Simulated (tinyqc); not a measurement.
Sweep of a uniaxial [111] strain: strain-driven crossing of the Gamma and L valleys in a germanium-like crystal.

Biaxial loads: e0 is the in-plane strain e_par and the normal is free. (001): e_perp = -2 (C12/C11) e_par; exx = eyy = e_par, ezz = e_perp, no shear. (111): e_perp = -(2 C11 + 4 C12 - 4 C44)/(C11 + 2 C12 + 4 C44) e_par; exx = eyy = ezz = (2 e_par + e_perp)/3 and exy = eyz = ezx = (e_perp - e_par)/3. (110): e_perp = -(C11 + 3 C12 - 2 C44)/(C11 + C12 + 2 C44) e_par; exx = eyy = (e_par + e_perp)/2, ezz = e_par, exy = (e_perp - e_par)/2, eyz = ezx = 0. Uniaxial loads: a stress along n, scaled so that n.e.n = e0, with exx = s11 sxx + s12 (syy + szz), exy = s44 sxy/2, s11 = (C11 + C12)/((C11 - C12)(C11 + 2 C12)), s12 = -C12/((C11 - C12)(C11 + 2 C12)), s44 = 1/C44.

Edges from the unstrained valence top: Gamma at Eg + ac tr(e); an L valley with unit axis u at EgL + aL tr(e) + XuL (u.e.u - tr(e)/3), u along [111], [1-1-1], [-11-1], [-1-11]; valence edges are the levels of the 6 x 6 matrix of X, Y, Z times spin with -Dso/3 + l exx + m (eyy + ezz) on the diagonal (cyclic), n exy off it, l = av + 2 b, m = av - b, n = sqrt(3) d. Spin-orbit term (Dso/3) L.sigma on X, Y, Z with (L_k)_ij = -i epsilon_kij: <X+|H|Y+> = -i Dso/3, <X+|H|Z-> = Dso/3, <Y+|H|Z-> = -i Dso/3, <Z+|H|X-> = -Dso/3, <Z+|H|Y-> = i Dso/3, <X-|H|Y-> = i Dso/3, and their conjugates; + and - are the spin along z.

Constants: kB = 8.617333262e-05 eV/K.

Values chosen for the exercise (near those of Ge, gaps at low temperature; not measured data):

| symbol | value | unit | meaning |
|---|---|---|---|
| Eg | 0.907 | eV | gap at Gamma to the s-like level |
| EgL | 0.745 | eV | gap to L |
| Dso | 0.289 | eV | spin-orbit splitting |
| ac | -8.09 | eV | conduction deformation potential |
| av | 1.22 | eV | valence hydrostatic potential |
| b | -2.54 | eV | tetragonal shear potential |
| d | -5.26 | eV | trigonal shear potential |
| aL | -1.65 | eV | hydrostatic potential of the L edge, Xd + Xu/3 |
| XuL | 15.65 | eV | uniaxial potential, L |
| C11 | 126.9 | GPa |  |
| C12 | 49.1 | GPa |  |
| C44 | 66.1 | GPa |  |
| load | uniaxial [111] |  | kind of strain |
| mG | 0.0433 | m0 | mass at Gamma |
| mL | 0.575 | m0 | density-of-states mass of the four L valleys together |
| T | 300 | K | temperature |

The valence splitting is the distance of the top two edges. Share in Gamma = mG^(3/2)/(mG^(3/2) + (mL^(3/2)/4) sum_i exp(-(E_Li - E_Gamma)/kT)).

Results:

| e0 (%) | direct gap (eV) | indirect gap (eV) | Gamma - L (meV) | valence splitting (meV) | share in Gamma (%) |
|---|---|---|---|---|---|
| 0.00 | 0.907 | 0.745 | 162 | 0 | 0.00392 |
| 0.80 | 0.828 | 0.669 | 159 | 50 | 0.00582 |
| 1.60 | 0.749 | 0.593 | 156 | 88 | 0.00651 |
| 2.40 | 0.670 | 0.517 | 154 | 114 | 0.00726 |
| 4.00 | 0.513 | 0.365 | 148 | 143 | 0.00903 |
| 4.80 | 0.434 | 0.289 | 145 | 152 | 0.0101 |
| 5.60 | 0.355 | 0.213 | 142 | 158 | 0.0112 |

Give the missing row, e0 (%) = 3.20.

Computed row:
```
e0 (%)  direct gap (eV)  indirect gap (eV)  Gamma - L (meV)  valence splitting (meV)  share in Gamma (%)
3.20              0.591              0.441              151                      131             0.00810
```

The gap stays indirect over the sweep. The direct gap goes from 0.907 to 0.355 eV; of that change -0.197 eV comes from the rise of the valence top through the shear terms and the rest from the volume. The share in Gamma goes from 0.00392 to 0.0112 %. Beyond about 3 % terms of second order in the strain, left out here, matter.

(tinyqc, `OMP_NUM_THREADS=1 python tinyqc.py 1050535 1050536 out.jsonl`, Intel(R) Xeon(R) Processor @ 2.30GHz, 1 thread, shared host, about 0.01 s.)
